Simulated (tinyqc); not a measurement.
Electron-beam lithography: double-Gaussian proximity function, edge placement and dose correction for parallel lines: one step, computed by the program tinyqc.

Lines are infinitely long. Absorbed energy is counted so that the middle of a very large area written at dose 1 receives 1; the resist develops where it exceeds 1/2.

Task: Interaction matrix. f(r) = [exp(-r^2/alpha^2)/alpha^2 + eta exp(-r^2/beta^2)/beta^2]/(pi (1 + eta)). A line from a to b at dose d gives E(x) = d [S(alpha) + eta S(beta)]/(1 + eta), S(s) = [erf((b - x)/s) - erf((a - x)/s)]/2. M_ij is the mean of E at the two edges of line i from line j at dose 1.

Inputs (values chosen for the exercise, of the order of those for 20 keV electrons in resist on silicon): forward range alpha = 0.0084 micrometre; backscatter range beta = 2.4 micrometre; backscatter ratio eta = 1.1.

Lines (micrometre):

| line | left edge | right edge | centre |
|---|---|---|---|
| 1 | 0.000 | 1.800 | 0.900 |
| 2 | 2.270 | 3.770 | 3.020 |
| 3 | 4.770 | 4.864 | 4.817 |
| 4 | 4.945 | 6.245 | 5.595 |
| 5 | 6.445 | 6.845 | 6.645 |

Give: M.

Result:

M:
```
         1        2        3        4        5
1  0.42435  0.09046  0.00130  0.00764  0.00044
2  0.10741  0.40132  0.00666  0.05759  0.00679
3  0.01860  0.10578  0.24966  0.14133  0.02759
4  0.00902  0.06538  0.00983  0.38380  0.03881
5  0.00117  0.02148  0.00649  0.12967  0.28690
```
